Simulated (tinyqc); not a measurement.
Amplitude against the length of the filling pulse.

In DLTS the amplitude of the capacitance transient follows the share of traps filled by the pulse. In the neutral layer an empty trap fills as 1 - exp(-tp/tc), tc = 1/(sn vth(T) Nd), vth(T) = vth (T/300 K)^0.5; emission during the pulse and slow capture at the depletion edge are neglected.

Parameters, values chosen for the exercise:
```
symbol,value,unit,meaning
vth,2.3e7,cm/s,thermal velocity at 300 K
Nd,7.8e14,cm^-3,shallow donor density
sn,1.5e-14,cm^2,capture cross-section
T,218,K,temperature of the transient
```

Results:
```
tp (s)	tp/tc	amplitude over its full value	ln(1 - that)
2.2e-10	0.05047	0.04921	-0.05047
3.8e-10	0.08717	0.08348	-0.08717
1.1e-9	0.2523	0.2230	-0.2523
2e-9	0.4588	0.3680	-0.4588
3.4e-9	0.7799	0.5416	-0.7799
5.9e-9	1.353	0.7416	-1.353
1e-8	2.294	0.8991	-2.294
1.8e-8	4.129	0.9839	-4.129
3e-8	6.882	0.9990	-6.882
```

Estimate the missing row, tp = 6.6e-10 s.

Computed row:
```
tp (s)	tp/tc	amplitude over its full value	ln(1 - that)
6.6e-10	0.1514	0.1405	-0.1514
```

With this row back in the table: The amplitude rises from 0.0492 to 0.999 of its full value. The last column is linear in tp with slope -1/tc, tc = 4.36e-9 s, which gives the cross-section from Nd and vth, independently of the Arrhenius intercept; 99 % filling needs 2.01e-8 s.

Program tinyqc, `OMP_NUM_THREADS=1 python tinyqc.py 2050020 2050021 out.jsonl`; Intel Xeon 2.30GHz, shared host, one thread, about 0.01 s.
